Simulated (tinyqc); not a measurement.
Worked calculation: CCSD on RHF in the sto-3g basis, frozen core, for BeH2, spin multiplicity 1. One step of it, computed by the program tinyqc.

Question. CCSD: starting amplitudes. t_ij^ab = <ij||ab> / (e_i + e_j - e_a - e_b), whose energy is MP2.

orbital energies (hartree): MO1 -4.519758, MO2 -0.457124, MO3 -0.420858, MO4 0.211681, MO5 0.211900, MO6 0.460821, MO7 0.941002

Two-electron integrals over orbitals (pq|rs), unique and non-zero (hartree); the lowest 1 orbital is frozen and left out:
```
(22|22) 0.398249    (32|32) 0.164352    (33|22) 0.411553    (33|33) 0.434710
(42|22) 0.002256    (42|33) 0.002158    (42|42) 0.049392    (43|32) 0.002364
(43|43) 0.014684    (44|22) 0.368910    (44|33) 0.356279    (44|42) -0.005088
(44|44) 0.450031    (52|52) 0.049398    (53|53) 0.014630    (54|52) -0.001808
(54|54) 0.024308    (55|22) 0.369010    (55|33) 0.356312    (55|42) -0.001481
(55|44) 0.401329    (55|55) 0.449859    (62|22) -0.024462   (62|33) -0.047492
(62|42) -0.000539   (62|44) 0.052283    (62|55) 0.052482    (62|62) 0.077772
(63|32) -0.094627   (63|43) -0.001935   (63|63) 0.083439    (64|22) 0.000884
(64|33) -0.000424   (64|42) 0.047144    (64|44) -0.001398   (64|55) 0.001127
(64|62) 0.004088    (64|64) 0.050636    (65|52) 0.047382    (65|54) -0.001269
(65|65) 0.050842    (66|22) 0.396832    (66|33) 0.407794    (66|42) 0.005296
(66|44) 0.366958    (66|55) 0.367254    (66|62) -0.034569   (66|64) 0.003501
(66|66) 0.411932    (72|32) -0.044236   (72|43) -0.002291   (72|63) 0.061189
(72|72) 0.056592    (73|22) -0.005758   (73|33) -0.021019   (73|42) -0.003316
(73|44) 0.059411    (73|55) 0.059400    (73|62) 0.073028    (73|64) 0.001393
(73|66) -0.026321   (73|73) 0.082499    (74|32) -0.005649   (74|43) 0.013688
(74|63) 0.003326    (74|72) 0.000848    (74|74) 0.016768    (75|53) 0.013760
(75|75) 0.016548    (76|32) 0.142656    (76|43) 0.002700    (76|63) -0.095237
(76|72) -0.055614   (76|74) -0.004896   (76|76) 0.140451    (77|22) 0.427794
(77|33) 0.446541    (77|42) 0.000436    (77|44) 0.391041    (77|55) 0.390963
(77|62) -0.036367   (77|64) -0.001497   (77|66) 0.435579    (77|73) -0.010798
(77|77) 0.488399
```

Give: Starting amplitudes; correlation energy.

Answer.

Starting amplitudes (spin orbitals 1a, 1b, ...; amplitudes related by a flip of all spins are not repeated):
```
from      to         t
3a 3b  6a 6b   -0.0473
2a 2b  6a 6b   -0.0424
2a 2b  4a 4b   -0.0369
2a 2b  5a 5b   -0.0369
2a 3b  6a 7b   -0.0320
3a 3b  7a 7b   -0.0303
2a 3b  6b 7a    0.0268
2a 2b  7a 7b   -0.0202
3a 3b  4a 4b   -0.0116
3a 3b  5a 5b   -0.0116
2a 3a  6a 7a   -0.0052
2a 3b  4a 7b    0.0016
3a 3b  4a 6b    0.0013
2a 3b  4b 7a   -0.0011
2a 3a  4a 7a    0.0005
2a 2b  4a 6b  3.40e-04
```

correlation energy = -0.022982 hartree
